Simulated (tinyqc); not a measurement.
What each parameter does: configuration-coordinate model of carrier capture at a defect.

Two parabolas of equal curvature k in one coordinate Q: with the carrier free at the band edge, U_f = k Q^2/2; with the carrier trapped, U_t = k (Q - dQ)^2/2 - ET. ER = k dQ^2/2, Huang-Rhys factor S = ER/hw, hw = 0.0646541 sqrt(k/M) eV for k in eV/angstrom^2 and M in u. The curves cross at a height Eb = (ER - ET)^2/(4 ER) above the free minimum.

Multiphonon factor for giving p = ET/hw phonons to the lattice: W = exp(-S (2 nb + 1)) ((nb + 1)/nb)^(p/2) I_p(x), nb = 1/(exp(hw/kT) - 1), x = 2 S sqrt(nb (nb + 1)), I_p the modified Bessel function. Classical limit: W = hw exp(-Eb/kT)/sqrt(4 pi ER kT). At T = 0: exp(-S) S^p/Gamma(p + 1).

Constants: kB = 8.617333262e-05 eV/K.

Inputs chosen for the exercise (of the size met at a vacancy centre in SiC; not measured data): ET = 1.18 eV (thermal depth of the level below the band edge); ER = 0.47 eV (relaxation energy); hw = 0.04 eV (phonon energy of the mode); T = 250 K (temperature).

Eb, log10 W and the full width 2.35482 sqrt(ER hw coth(hw/2kT)).

Results for these values:

| case | Eb (eV) | log10 W | full width (eV) |
|---|---|---|---|
| base | 0.2681 | -4.509 | 0.3779 |

What happens to each result for ER = 0.52 eV, all else kept?

Answer: Eb falls from 0.2681 to 0.2094; log10 W rises from -4.509 to -3.864; full width rises from 0.3779 to 0.3975.

The same for each parameter in turn:

| case | Eb (eV) | log10 W | full width (eV) |
|---|---|---|---|
| base | 0.2681 | -4.509 | 0.3779 |
| ET = 1.22 eV | 0.2992 | -4.862 | 0.3779 |
| ER = 0.52 eV | 0.2094 | -3.864 | 0.3975 |
| hw = 0.048 eV | 0.2681 | -4.092 | 0.3941 |
| T = 280 K | 0.2681 | -4.354 | 0.3916 |

Program tinyqc; command `OMP_NUM_THREADS=1 python tinyqc.py 1452420 1452421 out.jsonl`; about 0.01 s on one thread of a shared Intel(R) Xeon(R) Processor @ 2.30GHz.
